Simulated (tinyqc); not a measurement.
Tight binding, dimerised chain, step by step. One step of it, computed by the program tinyqc.

Problem. Bloch Hamiltonian at k. H_AA = +delta, H_BB = -delta, H_AB = -t1 - t2 exp(-i k a).

Parameters chosen for this model:

| parameter | value | unit |
|---|---|---|
| t1 | 1.180000 | eV, inside the cell |
| t2 | 0.990000 | eV, between cells |
| delta | 0 | eV, +/- on the two sites |

k point k (2 pi / a): 0.350000

Give: H(k) at k.

Solution.

H(k) at k (eV):
```
                 A                B
A           0.0000  -0.5981+0.8009i
B  -0.5981-0.8009i           0.0000
```
